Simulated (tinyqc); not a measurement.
Bowing of the band edge from disorder: coherent potential approximation for a binary alloy with a semi-elliptic band.

Site levels eA = -x d (share 1 - x) and eB = (1 - x) d (share x), so that their mean, the virtual crystal, is 0. Pure band: G0(z) = 2 (z - sqrt(z - W) sqrt(z + W))/W^2 with principal roots, density -Im G/pi per site. The medium has a self-energy S(z), G = G0(z - S), z = E + i eta. t_i = (e_i - S)/(1 - (e_i - S) G); the CPA demands <t> = (1 - x) tA + x tB = 0. Iteration: start at S = 0, set S(new) = S + <t>/(1 + <t> G), stop when |<t>| < 1e-9 eV.

Inputs chosen for the exercise: W = 3 eV (half width of the pure band); d = 3.69 eV (eB - eA).

For eta = 0 the CPA reads G = (1 - x)/(y - eA) + x/(y - eB) with y = E - W^2 G/4; the lower edge is the maximum of E(y) = y + W^2 G(y)/4 for y < eA. The virtual crystal puts it at -W. Second order: -W - 2 x (1 - x) d^2/W, from S = x (1 - x) d^2 G0(-W), G0(-W) = -2/W.

Lower edge (eV):

| x | edge | edge + W | second order | (edge + W)/(x (1 - x)) |
|---|---|---|---|---|
| 0.05 | -3.1304 | -0.1304 | -0.4312 | -2.7446 |
| 0.10 | -3.2590 | -0.2590 | -0.8170 | -2.8781 |
| 0.25 | -3.6332 | -0.6332 | -1.7020 | -3.3768 |
| 0.40 | -3.9849 | -0.9849 | -2.1786 | -4.1036 |
| 0.50 | -4.2025 | -1.2025 | -2.2694 | -4.8098 |
| 0.60 | -4.4014 | -1.4014 | -2.1786 | -5.8394 |
| 0.75 | -4.6462 | -1.6462 | -1.7020 | -8.7795 |
| 0.90 | -4.7543 | -1.7543 | -0.8170 | -19.4918 |
| 0.95 | -4.7058 | -1.7058 | -0.4312 | -35.9111 |

second-order coefficient = -9.0774 eV

Disorder pushes the edge below the virtual crystal, most at x = 0.9 (-1754 meV). The coefficient runs from -2.745 at x = 0.05 to -35.911 eV at 0.95, against -9.077 in second order, which is only a guide at d/W = 1.23: it depends strongly on x and is largest in size where the low-lying A atoms are dilute and act as attractive impurities. For d above W/2 they bind a level, and the ratio then measures that level rather than bowing.

tinyqc: `OMP_NUM_THREADS=1 python tinyqc.py 1482131 1482132 out.jsonl`; about 0.01 s, one thread, shared Intel(R) Xeon(R) Processor @ 2.30GHz.
